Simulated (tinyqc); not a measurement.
p-type polysilicon, carrier trapping at grain boundaries: one step of the calculation.

One-dimensional grains of size Lg, uniform ionised doping N, monovalent traps Qt at each boundary at a depth Et below (for electrons) or above (for holes) the band edge there, abrupt depletion of width W on each side of a boundary, Boltzmann statistics. xi is the distance from the band edge at the grain centre to the Fermi level. Trapped charge Qt/(1 + exp((xi + VB - Et)/Vt)) = 2 N W, barrier VB = q N W^2/(2 eps0 eps_r).

Problem. Resistivity and effective mobility. n0 = NB exp(-xi/Vt); mean density n0 (1 - 2 W/Lg) by charge balance in a partly depleted grain, and n0 (sqrt(pi)/2) erf(u)/u with u = sqrt(VB/Vt) in a fully depleted one; v = sqrt(kB T/(2 pi ms m0)); barrier resistivity Vt exp(VB/Vt)/(q fe n0 v Lg); grain resistivity (1 - 2 W/Lg)/(q n0 mug); effective mobility 1/(q mean density total resistivity).

Parameters, values chosen for the exercise; values of the order met in polycrystalline silicon:
- T = 250 K (temperature)
- NB = 2.02e19 cm^-3 (valence-band density of states at T)
- Lg = 72 nm (grain size)
- ms = 0.52 m0 (mass for thermionic emission)
- fe = 0.12 (correction factor of the emission rate)
- mug = 46 cm^2/(V s) (mobility inside the grains)

Constants: q = 1.602176634e-19 C, kB = 1.380649e-23 J/K, m0 = 9.1093837015e-31 kg, Vt = kB T/q. Results are converted to the units shown.

W = 10.878487 nm
xi = 0.053320921 V
VB = 0.15557212 V

Wanted: n0; mean density; v; barrier resistivity; grain resistivity; resistivity; effective mobility.

Solution.

n0 = 1.7000e18 cm^-3
mean density = 1.1863e18 cm^-3
v = 3.4055e6 cm/s
barrier resistivity = 36.784 ohm cm
grain resistivity = 0.055696 ohm cm
resistivity = 36.840 ohm cm
effective mobility = 0.14282 cm^2/(V s)

The resistivity is 462 times that of a single crystal with the same N and mobility mug, and the mean density is 69.8 % of N.

Computed by the program tinyqc: `OMP_NUM_THREADS=1 python tinyqc.py 2830191 2830192 out.jsonl`, one thread of a shared Intel Xeon 2.30GHz, about 0.01 s for the whole run.
